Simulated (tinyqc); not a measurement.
Ellipsoidal valleys in the axes of a wafer and a channel, step by step. Values are carried at full precision from step to step, so a last printed digit may differ when a step is redone from the rounded ones.

Valleys with axes a along [111], [1-1-1], [-11-1] and [-1-11], one whole valley each; inverse mass tensor w = 1/mt + (1/ml - 1/mt) a a. Device axes: z = nz/|nz|, x = nx/|nx|, y = z cross x; in them a = (ax, ay, az). Confinement mass mz = 1/w_zz. In the plane w_ij is replaced by u_ij = w_ij - w_iz w_jz/w_zz (i, j = x, y); density-of-states mass md = 1/sqrt(det u); conductivity mass along x mc = 1/u_xx; ballistic transport mass mx = u_yy/det u, width mass my = 1/u_yy.

Constants: hbar^2/2m0 = 3.80998211 eV angstrom^2; kB = 8.617333262e-05 eV/K.

Values chosen for the exercise (near those of the L valleys of Ge; not measured data): ml = 1.622 m0 (longitudinal mass); mt = 0.081 m0 (transverse mass); nz = (1, 1, 1) (surface normal (confinement)); nx = (1, -1, 0) (channel direction); t = 7.3 nm (thickness of the film); T = 400 K (temperature).

## Device axes and valley axes

Give the rows x, y, z in cubic components and each valley axis in device components.

device axes:
```
    [100]    [010]    [001]
x  0.7071  -0.7071   0.0000
y  0.4082   0.4082  -0.8165
z  0.5774   0.5774   0.5774
```

valley axes:
```
              ax       ay       az
[111]     0.0000   0.0000   1.0000
[1-1-1]   0.8165   0.4714  -0.3333
[-11-1]  -0.8165   0.4714  -0.3333
[-1-11]   0.0000  -0.9428  -0.3333
```

## Tensors of the valley [111]

Form w and the reduced tensor u.

w (1/m0):
```
         x        y       z
x  12.3457   0.0000  0.0000
y   0.0000  12.3457  0.0000
z   0.0000   0.0000  0.6165
```

u (1/m0):
```
         x        y
x  12.3457   0.0000
y   0.0000  12.3457
```

w_xz = w_yz = 0: the normal is a principal axis and u is the upper block of w.

## Masses of all valleys

Give mz, md, mc, mx and my.

Masses (m0):
```
valley       mz      md      mc      mx      my
[111]    1.6220  0.0810  0.0810  0.0810  0.0810
[1-1-1]  0.0906  0.3428  0.2775  1.1083  0.1060
[-11-1]  0.0906  0.3428  0.2775  1.1083  0.1060
[-1-11]  0.0906  0.3428  0.0810  0.0810  1.4508
```

mz md^2 = ml mt^2 = 0.01064 for every valley, so a heavy confinement mass comes with a small density of states. The heaviest mz is 1.622, for [111].

## Subbands and shares in a film

Hard walls: E_n = c (n pi/t)^2/mz, c = hbar^2/2m0, n = 1, 2, 3. Non-degenerate share of a valley proportional to md sum_n exp(-E_n/kT); mean 1/mc = sum of share/mc. 1 nm = 10 angstrom.

Give the ladders, the shares and the mean conductivity mass.

Subbands:
```
valley   E1 (meV)  E2 (meV)  E3 (meV)  share
[111]         4.4      17.4      39.2  0.577
[1-1-1]      77.9     311.7     701.3  0.141
[-11-1]      77.9     311.7     701.3  0.141
[-1-11]      77.9     311.7     701.3  0.141
```

mean mc = 0.1012 m0

The lowest ladder ([111]) holds 58 % of the electrons in these valleys, the next starts 74 meV higher. With E3 - E1 below about 3 kT, three subbands are too few and the shares are approximate.

## Checks

- mz md^2 against ml mt^2: they agree to 1e-10 or better.
- mx my against md^2: they agree to 1e-10 or better.

tinyqc: `OMP_NUM_THREADS=1 python tinyqc.py 1850765 1850766 out.jsonl`; about 0.01 s, one thread, shared Intel(R) Xeon(R) Processor @ 2.30GHz.
